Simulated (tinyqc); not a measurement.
Trench capacitor in an array: capacitance, non-linearity, leakage and relaxation: capacitance, non-linearity and leakage against thickness.

A film between two metal electrodes, each interface adding a series capacitance ci. The small-signal permittivity is ek (1 + aq E^2); the field is found with the linear permittivity. Leakage J = J0 sinh(E/Ef). After a voltage step the film passes a relaxation current kr C V tt^(-nr), tt being the time in seconds. The sidewall is a coaxial capacitor with radii a = dm/2 - t and b = dm/2, depth AR dm; the end face is left out.

Planar film: Cf = eps0 ek/t, 1/C = 1/Cf + 2/ci, EOT = 3.9 eps0/C, effective permittivity C t/eps0, E = (V/t) C/Cf; quadratic coefficient [C(V)/C - 1]/V^2 with Cf (1 + aq E^2) in C(V).

Inputs (values chosen for the exercise); permittivity of the order of that of silicon nitride:
- ek = 7.34 (relative permittivity of the film)
- ci = 1000 uF/cm^2 (capacitance of each electrode interface (dead layer and screening))
- aq = 0.0012 cm^2/MV^2 (quadratic field coefficient of the permittivity)
- V = 0.9 V (bias)
- J0 = 4.7e-11 A/cm^2 (leakage prefactor)
- Ef = 0.38 MV/cm (field for an e-fold rise of the leakage)

Constants: eps0 = 8.8541878128e-14 F/cm where lengths are in cm. Results are converted to the units shown.

Result of one run:
```
C (uF/cm^2)  EOT (nm)  effective permittivity  E (MV/cm)  quadratic coefficient (ppm/V^2)  J (A/cm^2)
0.2406          14.35                   7.336     0.3332                            164.4   4.669e-11
```

Which film thickness t gave this result: 2.5, 12, 27, 40 or 60 nm?

t = 27 nm.

The whole series:
```
t (nm)  C (uF/cm^2)  EOT (nm)  effective permittivity  E (MV/cm)  quadratic coefficient (ppm/V^2)  J (A/cm^2)
2.5           2.586     1.335                   7.302      3.581                          1.890e4    2.912e-7
3.7           1.750     1.973                   7.314      2.424                             8674    1.385e-8
5.5           1.179     2.929                   7.323      1.633                             3939    1.725e-9
8.2          0.7913     4.364                   7.328      1.096                             1776   4.189e-10
12           0.5410     6.383                   7.332     0.7492                            830.6   1.655e-10
18           0.3608     9.571                   7.335     0.4996                            369.6   8.121e-11
27           0.2406     14.35                   7.336     0.3332                            164.4   4.669e-11
40           0.1624     21.26                   7.338     0.2249                            74.93   2.947e-11
60           0.1083     31.89                   7.338     0.1500                            33.31   1.903e-11
```

C falls from 2.59 to 0.108 uF/cm^2 while the effective permittivity goes from 7.30 to 7.34 (ek = 7.34). EOT is a straight line in t with slope 3.9/ek = 0.531 and intercept 0.00691 nm. The quadratic coefficient goes as t^(-1.99) between the first two rows and t^(-2.00) between the last two (-2 without interfaces), and J falls by 4.18 decades. For t = 2.5, 3.7 direct tunnelling, left out, would add to the leakage.

Numbers from tinyqc (`OMP_NUM_THREADS=1 python tinyqc.py 2102005 2102006 out.jsonl`; about 0.01 s on one thread of a shared Intel Xeon 2.30GHz).
